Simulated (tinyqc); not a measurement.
# Schottky diode by thermionic emission with image-force lowering and series resistance: current against voltage

Metal on an n-type semiconductor with one parabolic valley; V > 0 is forward bias (metal positive). I = I0 [exp(Vj/(n Vt)) - 1] with Vj = V - I Rs; I0 = S A* T^2 exp(-(phi - dphi)/Vt), the lowering dphi taken at zero bias.

A* = 4 pi q me m0 kB^2/h^3 (times 1e-4 for A/(cm^2 K^2)); Nc = 2 (2 pi me m0 kB T/h^2)^1.5 (times 1e-6 for cm^-3); xi = Vt ln(Nc/Nd), Vbi = phi - xi; surface field Em = sqrt(2 q Nd (Vbi - V - Vt)/(eps0 eps_r)); dphi = sqrt(q Em/(4 pi eps0 eps_r)). The apparent ideality is (dV/d ln I)/Vt.

Inputs (values chosen for the exercise); band and dielectric values those of a made-up semiconductor:
```
symbol    value   unit                             meaning
T           300      K                         temperature
me       0.0818     m0                       electron mass
eps_r      12.7                      relative permittivity
phi         0.5     eV  barrier height seen from the metal
Nd       3.4e15  cm^-3                       donor density
S       0.00069   cm^2                                area
n          1.14                            ideality factor
Rs           28    ohm                   series resistance
```

Constants: q = 1.602176634e-19 C, kB = 1.380649e-23 J/K, h = 6.62607015e-34 J s, m0 = 9.1093837015e-31 kg, Vt = kB T/q, eps0 = 8.8541878128e-14 F/cm where lengths are in cm. Results are converted to the units shown.

Result of one run:
```
V (V),I (A),Vj (V),apparent ideality
0.18,8.4718e-4,0.15628,2.0519
```

What becomes of these results when the applied bias V is changed from 0.18 to 0.12 V, all else the same?

Result of the changed run:
```
V (V),I (A),Vj (V),apparent ideality
0.12,2.0113e-4,0.11437,1.3343
```

The whole series:
```
V (V),I (A),Vj (V),apparent ideality
0.05,1.8480e-5,0.049483,0.94734
0.12,2.0113e-4,0.11437,1.3343
0.18,8.4718e-4,0.15628,2.0519
0.25,0.0022995,0.18561,3.6285
0.32,0.0041731,0.20315,5.6587
0.38,0.0059440,0.21357,7.5770
0.45,0.0081163,0.22274,9.9301
0.52,0.010360,0.22993,12.360
0.58,0.012320,0.23504,14.483
0.65,0.014639,0.24012,16.995
```

I rises from 1.85e-5 to 0.0146 A, and the apparent ideality rises from 0.947 to 17.0, against n = 1.14. It starts below n because the -1 in the diode law still counts there. From V = 0.25 V on, I Rs exceeds n Vt and the resistance bends the curve.

tinyqc, about 0.01 s, one thread, Intel Xeon 2.30GHz (shared host): `OMP_NUM_THREADS=1 python tinyqc.py 2640059 2640060 out.jsonl`
